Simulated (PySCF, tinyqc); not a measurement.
RHF in the 6-31g basis, for H4, spin multiplicity 1, step by step. The lowest restricted solution is unstable here: a spin-polarised one lies 0.0000 hartree lower (PySCF). One step of it, computed by the program tinyqc.

Problem. Orthogonalisation. S = U s U^T; symmetric (Loewdin) form X = U s^(-1/2) U^T, so that X^T S X = 1.

overlap S:
```
          1H 1s     1H 2s     2H 1s     2H 2s     3H 1s     3H 2s     4H 1s     4H 2s
1H 1s  1.000000  0.658292  0.154024  0.341779  0.000014  0.008013  0.000000  0.000145
1H 2s  0.658292  1.000000  0.341779  0.668763  0.008013  0.065917  0.000145  0.005442
2H 1s  0.154024  0.341779  1.000000  0.658292  0.011455  0.123288  0.000014  0.008013
2H 2s  0.341779  0.668763  0.658292  1.000000  0.123288  0.357102  0.008013  0.065917
3H 1s  0.000014  0.008013  0.011455  0.123288  1.000000  0.658292  0.154024  0.341779
3H 2s  0.008013  0.065917  0.123288  0.357102  0.658292  1.000000  0.341779  0.668763
4H 1s  0.000000  0.000145  0.000014  0.008013  0.154024  0.341779  1.000000  0.658292
4H 2s  0.000145  0.005442  0.008013  0.065917  0.341779  0.668763  0.658292  1.000000
```

Give: eigenvalues of S; X.

Solution.

eigenvalues of S: 0.0986  0.2160  0.3505  0.4036  0.9330  1.0637  2.2440  2.6907

X:
```
         1H 1s    1H 2s    2H 1s    2H 2s    3H 1s    3H 2s    4H 1s    4H 2s
1H 1s   1.2536  -0.5018   0.0009   0.0240  -0.0044   0.0094  -0.0003  -0.0024
1H 2s  -0.5018   1.6046   0.0529  -0.6552  -0.0405   0.2068  -0.0024  -0.0847
2H 1s   0.0009   0.0529   1.2718  -0.5650  -0.0067   0.1068  -0.0044  -0.0405
2H 2s   0.0240  -0.6552  -0.5650   1.8107   0.1068  -0.5440   0.0094   0.2068
3H 1s  -0.0044  -0.0405  -0.0067   0.1068   1.2718  -0.5650   0.0009   0.0529
3H 2s   0.0094   0.2068   0.1068  -0.5440  -0.5650   1.8107   0.0240  -0.6552
4H 1s  -0.0003  -0.0024  -0.0044   0.0094   0.0009   0.0240   1.2536  -0.5018
4H 2s  -0.0024  -0.0847  -0.0405   0.2068   0.0529  -0.6552  -0.5018   1.6046
```
